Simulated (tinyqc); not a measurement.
Image-sensor pixel with a pinned photodiode, signal and noise: two steps of the calculation.

A buried n layer between a heavily doped p+ surface layer and a p layer is emptied into a floating diffusion, read through a source follower with correlated double sampling (reset noise cancelled). One-dimensional abrupt junctions; no blooming, lag or crosstalk.

Values chosen for this exercise; material values close to those of silicon: temperature T = 273 K; band gap Eg = 1.13 eV; conduction-band density of states at T Nc = 2.44e19 cm^-3; valence-band density of states at T Nv = 2.31e19 cm^-3; photodiode area A = 4.6 um^2; floating-diffusion capacitance Cf = 1.2 fF; usable swing of the floating diffusion dV = 1.2 V; source-follower gain As = 0.87; read noise at the output vn = 64 uV; absorption coefficient (light near 850 nm) al = 0.0518 1/um; optical loss before the silicon Rf = 0.22; dead layer x1 = 0.06 um; depth of collection x2 = 2.5 um; generation lifetime tg = 0.024 s; depleted depth Wd = 1.4 um; diffusion dark flux per ni^2 Jd = 3.1e6 x 1e-20 cm^4/s.

Constants: q = 1.602176634e-19 C, kB = 1.380649e-23 J/K, Vt = kB T/q. Results are converted to the units shown.

Problem 1. Full well, conversion gain and read noise. Floating-diffusion limit Cf dV/q; full well FW is the smaller of the two; conversion gain CG = q As/Cf; read noise in electrons vn/CG. Reset noise sqrt(kB T Cf)/q is listed for comparison.

diode capacity = 60505.589 electrons

Wanted: floating-diffusion limit; FW; CG; read noise; reset noise.

Solution 1.

floating-diffusion limit = 8987.8 electrons
FW = 8987.8 electrons
CG = 116.16 uV/electron
read noise = 0.55097 electrons
reset noise = 13.274 electrons

The floating diffusion limits the full well.

Problem 2. Quantum efficiency and dark current. QE = (1 - Rf)[exp(-al x1) - exp(-al x2)]. ni = sqrt(Nc Nv) exp(-Eg/(2 Vt)), Eg in volts; dark rates ni Wd A/tg (generation) and Jd ni^2 A (diffusion).

Find: QE; ni; generation rate; diffusion rate.

Solution 2.

QE = 0.092323
ni = 8.8144e8 cm^-3
generation rate = 0.23652 electrons/s
diffusion rate = 0.0011079 electrons/s

Of the light that enters, 0.31 % is lost in the dead layer and 88 % passes the collecting depth.

Program tinyqc, `OMP_NUM_THREADS=1 python tinyqc.py 2630106 2630107 out.jsonl`; Intel Xeon 2.30GHz, shared host, one thread, about 0.01 s.
